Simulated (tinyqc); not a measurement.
Length of a molecular wire: coherent transport through a tight-binding bridge. Computed by the program tinyqc. T = Gamma_L Gamma_R |G_1n|^2 with the self-energies of semi-infinite chains.

A uniform bridge between two chains:
```
parameter                        value
site energy (eV)              2.030000
hopping in the bridge (eV)    0.880000
lead hopping (eV)             2.000000
couplings (eV)              0.97, 1.05
E (eV)                        0.360000
```

Transmission against length:
```
sites           T    ln T
2      1.1880e-01  -2.130
3      7.8349e-02  -2.547
4      6.5237e-02  -2.730
5      6.6265e-02  -2.714
6      8.2339e-02  -2.497
7      1.3047e-01  -2.037
8      2.9098e-01  -1.234
9      8.7268e-01  -0.136
10     5.8625e-01  -0.534
```

What does the comparison show, and why?

E lies inside the band of the bridge (|E - e|/2h = 0.949 < 1): T does not decay but oscillates with length, between 0.065 and 0.873 here, as levels of the bridge pass E.
